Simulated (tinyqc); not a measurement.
Inside a calculation: Bethe-Salpeter matrix of a two-band chain (Tamm-Dancoff form). Values are carried at full precision from step to step, so a last printed digit may differ when a step is redone from the rounded ones.

One valence and one conduction band, lattice period 1, mesh k = 2 pi j/N. Pair energies D(k) = Eg + 2 t sum(1 - cos k), t = tc + tv. Screened attraction W(R) = U at R = 0 and V/|R| otherwise, R over the N cells with the nearest image; W(q) = sum_R W(R) cos(q R). H(k, k') = D(k) delta - W(k - k')/Nk + 2 J/Nk for singlets (J = 0 for triplets), Nk the number of k points. With a constant transition dipole the strength of a state is f = (sum_k A_k)^2/Nk, and the f sum to 1.

Inputs chosen for the exercise:
```
symbol  value  unit  meaning
Eg      5.3    eV    quasiparticle gap
tc      0.3    eV    conduction hopping
tv      0.64   eV    valence hopping
U       1.43   eV    attraction in the same cell
V       0.49   eV    attraction at one cell distance
J       0.52   eV    exchange in the same cell
N       5            k points along each axis
```

## Pair energies and the kernel

List D(k), W(R) and W(q) on the mesh.

Mesh values (eV):
```
index j  D(k_j)  W(R = j)  W(q_j)
j0       5.3000    1.4300  2.9000
j1       6.5990    0.4900  1.3364
j2       8.7010    0.2450  0.7886
j3       8.7010    0.2450  0.7886
j4       6.5990    0.4900  1.3364
```

## The singlet matrix

Fill in H.

H (eV):
```
         j0       j1       j2       j3       j4
j0   4.9280  -0.0593   0.0503   0.0503  -0.0593
j1  -0.0593   6.2270  -0.0593   0.0503   0.0503
j2   0.0503  -0.0593   8.3290  -0.0593   0.0503
j3   0.0503   0.0503  -0.0593   8.3290  -0.0593
j4  -0.0593   0.0503   0.0503  -0.0593   6.2270
```

## Exciton levels and strengths

Diagonalise. For the lowest state give the amplitudes A_k (norm 1, largest positive) and f = (sum_k A_k)^2/Nk, Nk the size of the matrix.

levels (eV): 4.9213  6.1713  6.2824  8.2712  8.3937

amplitudes of the lowest state: j0 0.998, j1 0.044, j2 -0.015, j3 -0.015, j4 0.044

f of the lowest state = 0.223

The lowest state lies 0.3787 eV below the gap Eg = 5.3 eV and holds 22 % of the strength, against 20 % for one free pair. On a fine mesh the triplet and singlet bindings are 0.6683 and 0.2884 eV.

## Spectrum with and without the kernel

Distinct levels with their degeneracy and summed f, for singlets, beside the sorted triplet levels and free pairs.

Singlets:
```
E (eV)  degeneracy       f
4.9213           1  0.2227
6.1713           1  0.0000
6.2824           1  0.3697
8.2712           1  0.4076
8.3937           1  0.0000
```

triplet levels (eV): 4.5709  5.9171  6.1713  7.9470  8.3937

free pairs (eV): 5.3000  6.5990  6.5990  8.7010  8.7010

2 of the 5 singlets are dark; those whose amplitude vanishes at R = 0 also feel neither U nor J. The lowest singlet lies 0.3505 eV above the lowest triplet; first order gives 2 J f = 0.4884 eV with the f of the triplet envelope. The centre of the spectrum, sum f E = 6.7900 eV, equals mean D - U + 2J = 6.7900 eV.

## Checks

- Levels from the matrix in the electron-hole distance R against those in k: they agree to 1e-10 or better.

Run: tinyqc, `OMP_NUM_THREADS=1 python tinyqc.py 1250017 1250018 out.jsonl`; Intel(R) Xeon(R) Processor @ 2.30GHz, one thread, shared host; about 0.1 s of CPU time with all checks.
